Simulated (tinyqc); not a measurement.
Temperature and isotope dependence of a band gap in oscillator models, step by step. Values are carried at full precision from step to step, so a last printed digit may differ when a step is redone from the rounded ones.

E(T) = E0 - sum_i sl_i th_i n_i(T), n = 1/(exp(th/T) - 1). The same coupling lowers the gap at 0 K by the zero-point term ZP = sum_i sl_i th_i/2, so the gap of the static lattice is E0 + ZP. Thermal expansion is taken as part of the slopes.

Values chosen for the exercise (near those of diamond; shifted at random, so the results belong to these values and not to a real crystal): E0 = 5.441 eV (gap at 0 K); th = (539, 1788) K (temperatures of two oscillators); sl = (0.1299, 0.435) meV/K (their high-temperature slopes); T = 600 K (temperature); M = 12.02 u (mean atomic mass); dM = -1.03 u (change of the mean mass (not bounded by the natural isotopes)); T12 = (720, 1340) K (temperatures of the fits).

## The gap at T

Give the occupations, the two terms, the gap, ZP and the static gap.

n_i: [0.68705, 0.05351]

terms (meV): [48.104, 41.620]

E(T) = 5.3513 eV
ZP = 423.90 meV
static gap = 5.8649 eV

The thermal fall, 89.7 meV, is smaller than the zero-point term, 423.9 meV; the soft oscillator supplies 54 % of the fall but 8 % of ZP. A calculation with clamped ions should be compared with the static gap.

## Slope and asymptote

dE/dT = -sum sl_i (th_i/T)^2 n_i (1 + n_i). At high T, n -> T/th - 1/2, so E -> E0 + ZP - (sum sl_i) T. Give the slope, its ratio to the limit, and the value at 0 K of the tangent drawn at T.

dE/dT = -0.3393 meV/K
ratio to the limiting slope = 0.6006
intercept of the tangent = 5.5548 eV
intercept - E0 = 113.84 meV

The tangent recovers 27 % of ZP: the extrapolation works only from T well above the higher oscillator (1788 K).

## Isotope effect

With M -> M + dM the oscillator temperatures scale as M^(-1/2) and the slopes stay. Give th, ZP, E0 (static gap fixed) and E(T) for the new mass, and the linear rule dE0 = ZP dM/(2 M).

th (K): [563.69, 1869.91]

ZP = 443.317 meV
shift of E0 = -19.419 meV
linear rule = -18.162 meV
shift of E(T) = -14.388 meV

The lighter crystal has the narrower gap. At 600 K 74 % of the shift at 0 K is left; it fades at high T, where the motion is classical and the mean-square amplitude no longer depends on mass.

## Two common fits

Two-parameter forms are made to pass through the falls at the two temperatures T12: Varshni aV T^2/(T + bV), from the line T^2/fall = (T + bV)/aV; one oscillator s1 t1/(exp(t1/T) - 1), with t1 from the ratio of the falls.

Give the falls and the parameters.

falls (meV): [133.6763, 419.4309]

aV = 1.5384 meV/K
bV = 5246 K
t1 = 1324.2 K
s1 = 0.5342 meV/K
ZP of the one-oscillator fit = 353.7 meV

The limiting slope of the model is 0.5649 meV/K; Varshni puts it +172 % off and one oscillator -5 %. The ZP of the fit differs from the true one by -70.2 meV.

## Checks

- Slope by finite differences against the formula (meV/K): both 0.33928.
- Fall at 20 times the higher oscillator temperature against the asymptote (meV): 19780 against 19777.

Program tinyqc; command `OMP_NUM_THREADS=1 python tinyqc.py 1880867 1880868 out.jsonl`; about 0.01 s on one thread of a shared Intel(R) Xeon(R) Processor @ 2.30GHz.
